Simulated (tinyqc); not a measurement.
## One-diode model of a solar cell: effect of the concentration

J is the current delivered and Vj = V + J Rs the junction voltage. J = X JL - J01 (exp(Vj/(n1 Vt)) - 1) - Vj/Rp. The photocurrent does not depend on voltage.

Jsc at V = 0, Voc at J = 0, the maximum power point where J (1 + 2 Rs G) = G Vj with G = -dJ/dVj; FF = Vmp Jmp/(Voc Jsc); efficiency Vmp Jmp/(X Pin). Empirical fill factor without parasitics FF0 = (v - ln(v + 0.72))/(v + 1), v = Voc/(n1 Vt).

Inputs (values chosen for the exercise); values of the order met in cells of cadmium telluride:
- T = 300 K (temperature)
- JL = 25.6 mA/cm^2 (photocurrent at one sun)
- J01 = 5.3e-9 A/cm^2 (saturation current of the diode)
- n1 = 1.78 (ideality factor of the diode)
- Rs = 0.0052 ohm cm^2 (series resistance)
- Rp = 700 ohm cm^2 (shunt resistance)
- Pin = 100 mW/cm^2 (incident power at one sun)

Constants: q = 1.602176634e-19 C, kB = 1.380649e-23 J/K, Vt = kB T/q. Results are converted to the units shown.

Effect of the concentration:

| X (suns) | Jsc (mA/cm^2) | Voc (V) | Vmp (V) | Jmp (mA/cm^2) | FF | efficiency (%) | FF0 |
|---|---|---|---|---|---|---|---|
| 0.01 | 0.2560 | 0.1790 | 0.08956 | 0.1280 | 0.2502 | 1.147 | 0.4830 |
| 0.04 | 1.024 | 0.5042 | 0.3357 | 0.5366 | 0.3489 | 4.504 | 0.7108 |
| 0.1 | 2.560 | 0.5841 | 0.4590 | 1.791 | 0.5496 | 8.218 | 0.7374 |
| 0.5 | 12.80 | 0.6727 | 0.5522 | 11.15 | 0.7149 | 12.31 | 0.7612 |
| 2 | 51.20 | 0.7392 | 0.6156 | 46.88 | 0.7626 | 14.43 | 0.7761 |
| 6 | 153.6 | 0.7903 | 0.6635 | 142.8 | 0.7805 | 15.79 | 0.7863 |
| 20 | 512.0 | 0.8460 | 0.7145 | 480.0 | 0.7918 | 17.15 | 0.7962 |
| 80 | 2048 | 0.9098 | 0.7681 | 1930 | 0.7955 | 18.53 | 0.8065 |
| 300 | 7680 | 0.9707 | 0.8011 | 7242 | 0.7782 | 19.34 | 0.8152 |

As X goes from 0.01 to 300, Voc rises from 0.179 to 0.971 V, FF goes from 0.250 through a maximum of 0.796 (at X = 80 among the rows listed) to 0.778 and the efficiency rises from 1.15 to 19.3 %. Voc gains 106 mV a decade at the top and 540 mV at the bottom (n1 Vt ln 10 = 106 mV). For X = 0.01 v is below 10, outside the range of the formula for FF0. For X = 0.01, 0.04, 0.1 the shunt carries over 0.3 of the photocurrent at open circuit, so it pulls Voc down and FF towards the 1/4 of a resistor.

tinyqc, about 0.01 s, one thread, Intel Xeon 2.30GHz (shared host): `OMP_NUM_THREADS=1 python tinyqc.py 2280011 2280012 out.jsonl`
